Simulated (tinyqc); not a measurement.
n-type polysilicon, carrier trapping at grain boundaries: one step of the calculation.

One-dimensional grains of size Lg, uniform ionised doping N, monovalent traps Qt at each boundary at a depth Et below (for electrons) or above (for holes) the band edge there, abrupt depletion of width W on each side of a boundary, Boltzmann statistics. xi is the distance from the band edge at the grain centre to the Fermi level. Trapped charge Qt/(1 + exp((xi + VB - Et)/Vt)) = 2 N W, barrier VB = q N W^2/(2 eps0 eps_r).

Task. Resistivity and effective mobility. n0 = NB exp(-xi/Vt); mean density n0 (1 - 2 W/Lg) by charge balance in a partly depleted grain, and n0 (sqrt(pi)/2) erf(u)/u with u = sqrt(VB/Vt) in a fully depleted one; v = sqrt(kB T/(2 pi ms m0)); barrier resistivity Vt exp(VB/Vt)/(q fe n0 v Lg); grain resistivity (1 - 2 W/Lg)/(q n0 mug); effective mobility 1/(q mean density total resistivity).

Parameters, values chosen for the exercise; values of the order met in polycrystalline silicon:
- T = 250 K (temperature)
- NB = 2.13e19 cm^-3 (conduction-band density of states at T)
- Lg = 33 nm (grain size)
- ms = 0.27 m0 (mass for thermionic emission)
- fe = 1 (correction factor of the emission rate)
- mug = 40 cm^2/(V s) (mobility inside the grains)

Constants: q = 1.602176634e-19 C, kB = 1.380649e-23 J/K, m0 = 9.1093837015e-31 kg, Vt = kB T/q. Results are converted to the units shown.

W = 16.5 nm
xi = 0.20541722 V
VB = 0.12000202 V

Find: n0; mean density; v; barrier resistivity; grain resistivity; resistivity; effective mobility.

Result.

n0 = 1.539e15 cm^-3
mean density = 5.776e14 cm^-3
v = 4.726e6 cm/s
barrier resistivity = 1470 ohm cm
grain resistivity = 0.000 ohm cm
resistivity = 1470 ohm cm
effective mobility = 7.351 cm^2/(V s)

The resistivity is 5370 times that of a single crystal with the same N and mobility mug, and the mean density is 0.101 % of N.

Computed by the program tinyqc: `OMP_NUM_THREADS=1 python tinyqc.py 2830269 2830270 out.jsonl`, one thread of a shared Intel Xeon 2.30GHz, about 0.01 s for the whole run.
